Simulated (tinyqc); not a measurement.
## p-type polysilicon, carrier trapping at grain boundaries: effect of the temperature

One-dimensional grains of size Lg, uniform ionised doping N, monovalent traps Qt at each boundary at a depth Et below (for electrons) or above (for holes) the band edge there, abrupt depletion of width W on each side of a boundary, Boltzmann statistics. xi is the distance from the band edge at the grain centre to the Fermi level. Trapped charge Qt/(1 + exp((xi + VB - Et)/Vt)) = 2 N W, barrier VB = q N W^2/(2 eps0 eps_r).

NB is given at 300 K and scales as (T/300 K)^1.5. If the trap equation with xi = Vt ln(NB/N) has a root W < Lg/2, the grain is partly depleted; otherwise W = Lg/2 and the trap equation gives xi = Et - VB + Vt ln(Qt/(N Lg) - 1). N* = Qt/Lg. n0 = NB exp(-xi/Vt); mean density n0 (1 - 2 W/Lg) by charge balance in a partly depleted grain, and n0 (sqrt(pi)/2) erf(u)/u with u = sqrt(VB/Vt) in a fully depleted one; v = sqrt(kB T/(2 pi ms m0)); barrier resistivity Vt exp(VB/Vt)/(q fe n0 v Lg); grain resistivity (1 - 2 W/Lg)/(q n0 mug); effective mobility 1/(q mean density total resistivity). Rows with xi above 0.45 V, towards mid-gap, are left out, since the other carrier type is ignored.

Values chosen for this exercise; values of the order met in polycrystalline silicon:
- eps_r = 11.7 (relative permittivity)
- NB = 2.65e19 cm^-3 (valence-band density of states at the reference temperature)
- Lg = 35 nm (grain size)
- Qt = 5.6e11 cm^-2 (trap density of a grain boundary)
- Et = 0.43 eV (depth of the trap level from the majority band edge at the boundary)
- ms = 0.37 m0 (mass for thermionic emission)
- fe = 1 (correction factor of the emission rate)
- N = 1.5e17 cm^-3 (doping)

Constants: q = 1.602176634e-19 C, kB = 1.380649e-23 J/K, m0 = 9.1093837015e-31 kg, Vt = kB T/q, eps0 = 8.8541878128e-14 F/cm where lengths are in cm. Results are converted to the units shown.

The same in every row: N/N* = 0.9375; depleted share 2 W/Lg = 1.000; VB (V) = 0.03552.

Effect of the temperature:
```
T (K)  xi (V)  mean density (cm^-3)  resistivity (ohm cm)  effective mobility (cm^2/(V s))
200    0.3478              1.467e10               2.694e6                            157.9
240    0.3385              9.371e11               3.509e4                            189.8
280    0.3291              1.899e13                  1543                            213.0
320    0.3198              1.868e14                 145.5                            229.7
360    0.3105              1.130e15                 22.87                            241.4
400    0.3011              4.858e15                 5.147                            249.7
440    0.2918              1.624e16                 1.505                            255.2
```

As T goes from 200 to 440, VB stays at 0.0355 V, the resistivity falls from 2.69e6 to 1.51 ohm cm and the effective mobility rises from 158 to 255 cm^2/(V s). The activation energy kB ln(rho1/rho2)/(1/T1 - 1/T2) is 0.449 eV between the first two rows and 0.466 eV between the last two; mug is held fixed. For T = 440 VB is below Vt, where abrupt depletion and thermionic emission are rough. In every row the effective mobility exceeds mug, since drift through the depleted part of the grain is left out.

tinyqc, about 0.01 s, one thread, Intel Xeon 2.30GHz (shared host): `OMP_NUM_THREADS=1 python tinyqc.py 2830286 2830287 out.jsonl`
